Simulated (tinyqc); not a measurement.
# Changing the aspect ratio of the trench

Model: chemical vapour deposition: Grove model, boundary layer, depletion and step coverage. Computed by tinyqc, a small Python program. Command: `OMP_NUM_THREADS=1 python tinyqc.py 3021173 3021174 out.jsonl cvd sweep`. One thread of a shared host (Intel(R) Xeon(R) Processor @ 2.30GHz), about 0.03 s of CPU time with the checks.

A precursor diffuses to the surface and reacts there at first order; each molecule that reacts adds one formula unit of film.

Inputs (values chosen for the exercise, close to those used for epitaxial silicon from a chlorosilane):
```
quantity                                       value    unit
prefactor k0 of k_s                          1.1e+07    cm/s
activation energy E                             1.97      eV
temperature T                                   1120       C
total pressure p                                  56    torr
mole fraction of the precursor Y              0.0017       -
gas diffusivity D0 at 273.15 K and 760 torr     0.15  cm^2/s
precursor mass M                                 101       u
trench width w                                   0.1      um
```

Reactor: horizontal, reduced pressure.

Constants: k_B = 1.380649e-23 J/K; u = 1.6605390666e-27 kg; k_B = 8.617333262e-05 eV/K.

Method:
- k_s = k0 exp(-E/(k_B T)); C_g = Y p/(k_B T), 1 torr = 133.322 Pa; D = D0 (T/273.15)^1.75 (760/p).
- Temperatures in kelvin are T(C) + 273.15.
- Mean speed c = sqrt(8 k_B T/(pi M)); reactive sticking probability beta = 4 k_s/c.
- In a long trench of width w and depth l = aspect ratio x w: Knudsen diffusivity D_K = (2w) c/3 (hydraulic diameter 2w), combined as 1/D_e = 1/D_K + 1/D; D_e d2C/dz2 = 2 k_s C/w with D_e dC/dz = -k_s C at the floor. With m = sqrt(2 k_s/(w D_e)): C(floor)/C(top) = 1/[cosh(m l) + (k_s/(D_e m)) sinh(m l)].

One run for each value:
```
aspect ratio of the trench  step coverage  modulus m l
2.0                               0.99986       0.0136
3.7                               0.99960       0.0251
7.0                               0.99871       0.0475
13.0                              0.99582       0.0883
24.0                              0.98633       0.1629
46.0                              0.95216       0.3123
86.0                              0.84929       0.5839
160.0                             0.60430       1.0863
300.0                             0.25569       2.0368
```

Over the rows, step coverage falls from 1.000 to 0.256 (exponent d ln y / d ln x -4.3e-4 between the first rows and -1.4 between the last); modulus m l rises from 0.0136 to 2.04 (exponent d ln y / d ln x about 1.0 throughout). The exponent of modulus m l stays at 1: the modulus is proportional to depth. Coverage stays near 1 while m l is below about 0.3 and falls as 1/cosh(m l) beyond.

Caution (all rows): the hydraulic-diameter form of D_K is rough for a slit.
